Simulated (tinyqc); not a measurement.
Virtual-crystal alloy in the empirical-pseudopotential method: sweeps and comparisons. A value that a table varies takes the place of the one given here.

Empirical pseudopotential on the fcc lattice, atoms at +/- tau, tau = a (1,1,1)/8, no spin-orbit coupling. H(G,G') = c (2 pi/a)^2 |k + G|^2 delta + VS(q) cos(q.tau) + i VA(q) sin(q.tau), q = G - G', c = hbar^2/2m0; k and G in units of 2 pi/a; VS at |q|^2 = 3, 8, 11 and VA at 3, 4, 11, in rydberg, zero elsewhere. At each k the basis holds all G with |k + G|^2 up to 16; energies are counted from the fourth level at Gamma.

Virtual crystal A(1-x)B(x): a = (1 - x) a_A + x a_B. Rule linear: V = (1 - x) V_A + x V_B. Rule volume: V = [(1 - x) a_A^3 V_A + x a_B^3 V_B]/a^3, since a form factor is an atomic potential divided by the cell volume.

Constants: hbar^2/2m0 = 3.80998211 eV angstrom^2; Ry = 13.60569312 eV.

Parameters, chosen for this exercise (classic local form factors of the size used for GaAs (A) and InAs (B), which place X and L only to a few tenths of an eV; not measured data):
- a = (5.629, 6.032) angstrom (lattice constants of A, B)
- VSA = (-0.226, 0.009, 0.06) Ry (symmetric form factors of A)
- VAA = (0.07, 0.051, 0.009) Ry (antisymmetric form factors of A)
- VSB = (-0.223, 0, 0.05) Ry (symmetric form factors of B)
- VAB = (0.081, 0.049, 0.03) Ry (antisymmetric form factors of B)
- rule = volume (mixing rule)

## Gaps across the alloy

Gaps from the valence top to the fifth band at Gamma, at L = (1/2,1/2,1/2) and at the lowest of k = (f,0,0), f = 0.70, 0.75, ..., 1.00. Bowing C = 4 [(E(0) + E(1))/2 - E(1/2)].

Gaps (eV):
```
x      Gamma  Delta/X  f of the minimum      L  lowest
0.000  1.389    1.595              0.95  1.586   Gamma
0.167  1.193    1.703              0.95  1.572   Gamma
0.333  1.012    1.802              1.00  1.559   Gamma
0.500  0.847    1.893              1.00  1.547   Gamma
0.667  0.698    1.976              1.00  1.538   Gamma
0.833  0.565    2.053              1.00  1.529   Gamma
1.000  0.446    2.123              1.00  1.523   Gamma
```

bowing (eV): Gamma 0.281, Delta/X -0.136, L 0.027

The lowest valley is Gamma throughout. From A to B the Gamma gap moves by -0.94 eV, L by -0.06 eV and Delta/X by +0.53 eV; a move of Delta/X below about 0.4 eV is within the error of such form factors, sign included. The virtual crystal holds no disorder and no bond relaxation, so its bowing comes from the non-linear dependence on the mean potential and volume alone, and it may differ from measured bowing, which is positive in these alloys, in size and even in sign; crossings move with it.

## Two mixing rules

Gaps from the valence top to the fifth band at Gamma, at L = (1/2,1/2,1/2) and at the lowest of k = (f,0,0), f = 0.70, 0.75, ..., 1.00. Both rules agree at the ends.

Gaps (eV):
```
x     Gamma, linear  Delta/X, linear  L, linear  Gamma, volume  Delta/X, volume  L, volume
0.25          1.144            1.745      1.575          1.100            1.754      1.565
0.50          0.902            1.882      1.561          0.847            1.893      1.547
0.75          0.668            2.008      1.543          0.630            2.016      1.533
```

At x = 0.5 the volume rule moves Gamma by -55 meV, Delta/X by +11 meV and L by -13 meV, that is the bowing by -4 times these; the lattice constants differ by 7.2 %, and the rules would coincide for equal ones.

(tinyqc, `OMP_NUM_THREADS=1 python tinyqc.py 1081385 1081386 out.jsonl`, Intel(R) Xeon(R) Processor @ 2.30GHz, 1 thread, shared host, about 0.2 s.)
